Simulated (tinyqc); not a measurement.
Worked calculation: one-electron ion in a basis of Gaussians. One step of it, computed by the program tinyqc.

Task: Generalised eigenproblem. Solve H C = S C e through S^(-1/2); each column has its largest component positive (the first on a tie).

H = T + V (hartree):
```
,1,2
1,-13.496364,-15.136867
2,-15.136867,-14.070692
```

S:
```
,1,2
1,1.000000,0.733179
2,0.733179,1.000000
```

Give: eigenvalues of S; eigenvalues; coefficients.

Result:

eigenvalues of S: 0.267  1.733

eigenvalues (hartree): -16.695  5.080

coefficients:
```
,1,2
1,0.510,1.379
2,0.564,-1.358
```

For Z = 6 and l = 0 the exact lowest level is -Z^2/(2 n^2) with n = l + 1: -18.000000 hartree.
